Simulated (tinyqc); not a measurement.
Undoped symmetric double-gate MOSFET, analytic potential model: one step of the calculation.

An undoped body of thickness ts between two equal insulators and tied gates; long channel, electrons only, n = ni exp((psi - V)/Vt) with V the quasi-Fermi potential (0 at the source, Vd at the drain), constant mobility, no quantisation. Across the body psi(x) = V - 2 Vt ln[(ts/(2 beta)) sqrt(q ni/(2 eps0 eps_r Vt)) cos(2 beta x/ts)], x from the centre. Q is the electron charge per area of the whole body.

Problem. Constants of the body. ni = sqrt(Nc Nv) exp(-Eg/(2 Vt)), Eg in volts; r = eps_r tox/(eox ts); V0 = dphi + 2 Vt ln[(2/ts) sqrt(2 eps0 eps_r Vt/(q ni))].

Inputs (values chosen for the exercise); material values those of a made-up semiconductor:
```
symbol,value,unit,meaning
T,300,K,temperature
Eg,0.9,eV,band gap
eps_r,10.9,,relative permittivity of the semiconductor
Nc,3.46e19,cm^-3,conduction-band density of states at T
Nv,2.32e19,cm^-3,valence-band density of states at T
eox,7.69,,relative permittivity of the gate insulator
tox,6,nm,insulator thickness
ts,8,nm,body thickness
dphi,-0.13,V,gate work function less that of the intrinsic body
```

Constants: q = 1.602176634e-19 C, kB = 1.380649e-23 J/K, Vt = kB T/q, eps0 = 8.8541878128e-14 F/cm where lengths are in cm. Results are converted to the units shown.

Wanted: ni; r; V0.

Solution.

ni = 7.809e11 cm^-3
r = 1.063
V0 = 0.2508 V

Numbers from tinyqc (`OMP_NUM_THREADS=1 python tinyqc.py 2440070 2440071 out.jsonl`; about 0.02 s on one thread of a shared Intel Xeon 2.30GHz).
